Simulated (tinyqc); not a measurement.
Finite line against the semi-infinite law: electromigration in a confined line: Blech product, Korhonen stress evolution and Black's law. Computed by tinyqc, a small Python program. Command: `OMP_NUM_THREADS=1 python tinyqc.py 3001135 3001136 out.jsonl emigr walk`. One thread of a shared host (Intel(R) Xeon(R) Processor @ 2.30GHz), about 0.01 s of CPU time with the checks.

The electron wind pushes atoms from the cathode (x = 0) to the anode (x = L); blocking ends build a back stress (tension positive). The input rho is taken not to change with temperature. d sigma/dt = d/dx [kappa (d sigma/dx + G)], with zero flux at both ends and sigma = 0 at t = 0.

Inputs (values chosen for the exercise, close to those used for copper lines):
```
quantity                      value          unit
resistivity rho                3.98  micro-ohm cm
atomic volume Omega            11.8    angstrom^3
effective charge number Z*      1.3             -
prefactor D0                1.7e-08         m^2/s
activation energy E           0.843            eV
effective modulus B              16           GPa
critical stress sigma_c         110           MPa
current density j               3.5       MA/cm^2
line length L                    95            um
test temperature T              230             C
```

Start: stress-free.

Constants: e = 1.602176634e-19 C; k_B = 8.617333262e-05 eV/K; k_B = 1.380649e-23 J/K.

Method:
- G = Z* e rho j/Omega; D = D0 exp(-E/(k_B T)); kappa = D B Omega/(k_B T); drift velocity of an unconfined line v = D Z* e rho j/(k_B T). SI: 1 micro-ohm cm = 1e-8 ohm m, 1 MA/cm^2 = 1e10 A/m^2.
- Temperatures in kelvin are T(C) + 273.15.
- At steady state sigma(x) = G (L/2 - x). A void forms only if the cathode stress reaches sigma_c, that is if j L exceeds (j L)_c = 2 Omega (sigma_c)/(Z* e rho). Time scale tau = L^2/kappa.
- sigma(x, t) = G L [1/2 - x/L - 4 sum_(m odd) cos(m pi x/L) exp(-m^2 pi^2 s)/(m pi)^2], s = t/tau, summed to m = 399.
- Semi-infinite line: sigma(0, t) = 2 G L sqrt(s/pi). One-term form: keep m = 1 alone.

tau = 1507.80 h

stress gradient G = 24.5880 MPa/um

Cathode stress (MPa):
```
s           t (h)  full series  semi-infinite  one term
0.002  3.0156e+00        117.9          117.9     239.7
0.005  7.5390e+00        186.4          186.4     266.8
0.01   1.5078e+01        263.6          263.6     310.2
0.02   3.0156e+01        372.7          372.7     390.8
0.05   7.5390e+01        588.7          589.4     590.0
0.1    1.5078e+02        815.1          833.5     815.1
0.2    3.0156e+02       1036.4         1178.7    1036.4
0.4    6.0312e+02       1149.7         1667.0    1149.7
0.8    1.2062e+03       1167.6         2357.5    1167.6
```

What follows from these numbers?

Among these rows the semi-infinite law holds to 1 % up to s = 0.05 and the one-term form from s = 0.05 on: the far end is felt once sqrt(kappa t) is no longer small against L, and by then the terms with m > 1 have nearly died out. The critical stress 110 MPa is already passed in the first row. Caution: rows beyond sigma_c are formal, since a void ends the model there.
